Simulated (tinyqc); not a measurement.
Changing the pulse time t: atomic layer deposition: Langmuir saturation, growth per cycle and coating of deep features. Computed by tinyqc, a small Python program. Command: `OMP_NUM_THREADS=1 python tinyqc.py 3000872 3000873 out.jsonl ald sweep`. One thread of a shared host (Intel(R) Xeon(R) Processor @ 2.30GHz), about 0.04 s of CPU time with the checks.

Precursor A sticks only on free sites, so a long enough pulse saturates; co-reactant B then frees the sites again.

Inputs (values chosen for the exercise, modelled on aluminium oxide from trimethylaluminium and water):
```
quantity                                 value      unit
precursor mass M                            72         u
site density q                             4.5    1/nm^2
growth per cycle at saturation G           1.1  angstrom
sticking probability beta on free sites  0.014         -
precursor pressure p                        37        Pa
temperature T                              275         C
co-reactant completion per pulse c_B      0.99         -
desorption energy E_d                     1.61        eV
purge time t_p                             1.1         s
aspect ratio a                              50         -
```

Feature: round hole.

Constants: u = 1.6605390666e-27 kg; k_B = 1.380649e-23 J/K; k_B = 8.617333262e-05 eV/K.

Method:
- Wall flux F = p/sqrt(2 pi M k_B T); rate of filling k_a = beta F/q; desorption k_d = 1e13 exp(-E_d/(k_B T)) per second. 1/m^2 = 1e-18/nm^2.
- Temperatures in kelvin are T(C) + 273.15.
- One cycle from coverage th0: pulse A gives th1 = th_s + (th0 - th_s) exp(-(k_a + k_d) t), th_s = k_a/(k_a + k_d); the purge leaves th2 = th1 exp(-k_d t_p); pulse B converts c_B th2 into film and leaves th3 = (1 - c_B) th2. Growth = G c_B th2.
- The periodic state has th0 = th3: th0 = (1 - c_B) e_p th_s (1 - e_a)/(1 - (1 - c_B) e_p e_a), with e_a = exp(-(k_a + k_d) t), e_p = exp(-k_d t_p).
- Share of impinging molecules used = q (th1 - th0)/(F t).
- Diffusion-limited filling (Gordon) of a round hole of diameter w: a saturation front at depth z needs dz/dt = D_K n/(z (4q/w)), with Knudsen D_K = w c/3 and F = n c/4; including the entrance and floor terms, t = (q/F)(1 + 19a/4 + 3a^2/2). Reaction-limited filling needs ln(100)/k_a at any depth, k_a = beta F/q. Flow is molecular. The front picture holds when the modulus a sqrt(beta) is well above 1.
- Depth reached by the given pulse: solve the same formula for a. Exposure = p x diffusion-limited time; 1 langmuir = 1.33322e-4 Pa s.

One run for each value; columns: (1) pulse time t (s); (2) growth per cycle (angstrom); (3) share of impinging molecules used; (4) aspect ratio reached by the front in time t:
```
(1)          (2)       (3)     (4)
2.70e-05  0.0436  0.013710   0.367
6.60e-05  0.1035  0.013305   0.993
1.60e-04  0.2338  0.012395   2.087
4.10e-04  0.5006  0.010358   4.042
1.00e-03  0.8395  0.007123   7.050
2.50e-03  1.0470  0.003553  11.966
6.30e-03  1.0702  0.001441  19.861
1.60e-02  1.0703  0.000568  32.549
3.90e-02  1.0703  0.000233  51.681
9.60e-02  1.0703  0.000095  81.968
```

Describe and explain the trends.

Over the rows, growth per cycle (angstrom) rises from 0.0436 to 1.07, flat over part of the range; share of impinging molecules used falls from 0.0137 to 9.46e-5 (exponent d ln y / d ln x -0.034 between the first rows and -1.00 between the last); aspect ratio reached by the front in time t rises from 0.367 to 82.0 (exponent d ln y / d ln x 1.1 between the first rows and 0.51 between the last). At the high end the exponent of growth per cycle is 0.00, close to 0: self-limiting growth. At the low end the exponent of growth per cycle is 0.97, close to 1: far from saturation. At the high end the exponent of share of impinging molecules used is -1.00, close to -1: after saturation more gas is wasted. At the low end the exponent of share of impinging molecules used is -0.03, close to 0: every molecule still finds free sites. At the high end the exponent of aspect ratio reached by the front in time t is 0.51, close to 0.50: the front moves as sqrt(t). Growth saturates once k_a t passes a few units, since A sticks only on free sites; longer pulses then serve only depth.

Caution (rows 2.70e-5, 6.60e-5, 1.60e-4, 4.10e-4, 0.00100, 0.00250): common pulse valves need about 10 ms, so a pulse this short is formal. Caution (rows 2.70e-5, 6.60e-5, 1.60e-4, 4.10e-4, 0.00100, 0.00250): the pulse is shorter than ln(100)/k_a, so even the open surface is not saturated and the depth reached has no meaning. Caution (rows 2.70e-5, 6.60e-5, 1.60e-4, 4.10e-4, 0.00100, 0.00250): the depth reached is formal here: it is under 2/sqrt(beta), so no sharp front has formed.
